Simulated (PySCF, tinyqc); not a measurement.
Worked calculation: RHF in the sto-3g basis, for H3+, spin multiplicity 1. The lowest restricted solution is unstable here: a spin-polarised one lies 0.0089 hartree lower (PySCF). One step of it, computed by the program tinyqc.

Task: Iteration 2: diagonalisation and new density. Diagonalise F' = X^T F X, C = X C', fill 1 alpha and 1 beta electrons from the bottom; D = 2 C_occ C_occ^T; the new density keeps 0.2 of the old one (damping). Each column has its largest component positive (the first on a tie).

extrapolated F (hartree), order 1H 1s, 2H 1s, 3H 1s:
```
[[-0.638490, -0.486183, -0.486183],
 [-0.486183, -0.476425, -0.160354],
 [-0.486183, -0.160354, -0.476425]]
```

X, order 1H 1s, 2H 1s, 3H 1s:
```
[[1.034872, 0.000000, 0.550262],
 [-0.694415, 0.727853, 0.410022],
 [-0.694415, -0.727853, 0.410022]]
```

D after iteration 1, order 1H 1s, 2H 1s, 3H 1s:
```
[[0.824566, 0.437695, 0.437695],
 [0.437695, 0.242288, 0.242288],
 [0.437695, 0.242288, 0.242288]]
```

overlap S, order 1H 1s, 2H 1s, 3H 1s:
```
[[1.000000, 0.379047, 0.379047],
 [0.379047, 1.000000, 0.056194],
 [0.379047, 0.056194, 1.000000]]
```

Give: F' = X^T F X; orbital energies; coefficients C; D after iteration 2.

Result:

F' = X^T F X (hartree):
```
[[0.100, 0.000, -0.042],
 [0.000, -0.335, 0.000],
 [-0.042, 0.000, -0.846]]
```

orbital energies (hartree): [-0.848, -0.335, 0.101]

coefficients C, order 1H 1s, 2H 1s, 3H 1s:
```
[[0.596, 0.000, 1.009],
 [0.379, 0.728, -0.712],
 [0.379, -0.728, -0.712]]
```

D after iteration 2, order 1H 1s, 2H 1s, 3H 1s:
```
[[0.732, 0.449, 0.449],
 [0.449, 0.278, 0.278],
 [0.449, 0.278, 0.278]]
```
